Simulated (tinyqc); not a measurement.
Kinetics of strain relaxation and threading dislocations in mismatched semiconductor layers: one step, computed by the program tinyqc. Command: `OMP_NUM_THREADS=1 python tinyqc.py 3012489 3012490 out.jsonl threading walk`. One thread of a shared host (Intel(R) Xeon(R) Processor @ 2.30GHz), about 0.01 s of CPU time with the checks.

60-degree dislocations on {111} planes of a (001) layer, isotropic elasticity. The Schmid factor is 1/sqrt(6), and a misfit segment relieves strain with b/2.

Question. Graded buffer. In steady grading, strain is fed at R_f R_g and relieved at (b/4) rho v. As a glide-limited estimate, the driving stress is taken as the mean stress of the strained top zone, whose depth z solves R_f z/2 = e_eq(z), with strain R_f z at the surface; tau_g = S R_f z/2 is its mean; then rho = 4 R_f R_g/(b m tau_g), m = v0 exp(-Q/(k_B T_g)), S = (1/sqrt 6) 2 G (1 + nu)/(1 - nu), e_eq(z) = b (1 - nu/4) [ln(z/b) + 1]/(4 pi (1 + nu) z).

Inputs (values chosen for the exercise, modelled on Si(0.8)Ge(0.2) on Si):

| quantity | value | unit |
|---|---|---|
| misfit f | 0.00845 | - |
| shear modulus G | 62 | GPa |
| Poisson ratio nu | 0.27 | - |
| Burgers vector b | 3.88 | angstrom |
| glide activation energy Q | 2.16 | eV |
| velocity prefactor v0 | 23000 | m/s per MPa |
| grading rate (misfit per thickness) R_f | 0.0011 | 1/micrometre |
| growth temperature of the buffer T_g | 904 | K |
| growth rate R_g | 3.3 | nm/s |

Constants: k_B = 8.617333262e-05 eV/K.

Give: depth z of the strained zone; stress tau_g; thread density of the buffer; buffer thickness f/R_f.

Answer.

depth z of the strained zone = 585.60 nm

stress tau_g = 28.365 MPa

thread density of the buffer = 6.3178e+06 1/cm^2

buffer thickness f/R_f = 7.6818 micrometre

Raising T_g by 50 K would lower this density by a factor 4.3: fast glide lets few threads do the work.
